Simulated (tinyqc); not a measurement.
# Trap density and scattering coefficient from 1/f noise

Question. f S = K0 (1 + ac mu Cox I/gm)^2 with K0 = q^2 Vt lt Nt/(W L Cox^2), Vt in eV and Nt per eV. Find K0, Nt and ac.

Inputs (values chosen for the exercise):
- T = 273 K (temperature)
- L = 130 nm (gate length)
- W = 5 um (total gate width)
- Cox = 1.39 uF/cm^2 (gate capacitance)
- mu = 440 cm^2/(V s) (mobility)
- lt = 0.1 nm (tunnelling length into the oxide)

Constants: q = 1.602176634e-19 C, kB = 1.380649e-23 J/K, Vt = kB T/q. Results are converted to the units shown.

I/gm at two biases (V): [0.0330283981, 0.168029493]
f S at these biases (V^2): [2.10200352e-10, 2.45600955e-10]

Answer. sqrt(f S) is linear in I/gm: the intercept is sqrt(K0), and slope over intercept is ac mu Cox.

K0 = 2.020e-10 V^2
Nt = 4.200e17 cm^-3 eV^-1
ac = 1000 V s/C

Numbers from tinyqc (`OMP_NUM_THREADS=1 python tinyqc.py 2150019 2150020 out.jsonl`; about 0.01 s on one thread of a shared Intel Xeon 2.30GHz).
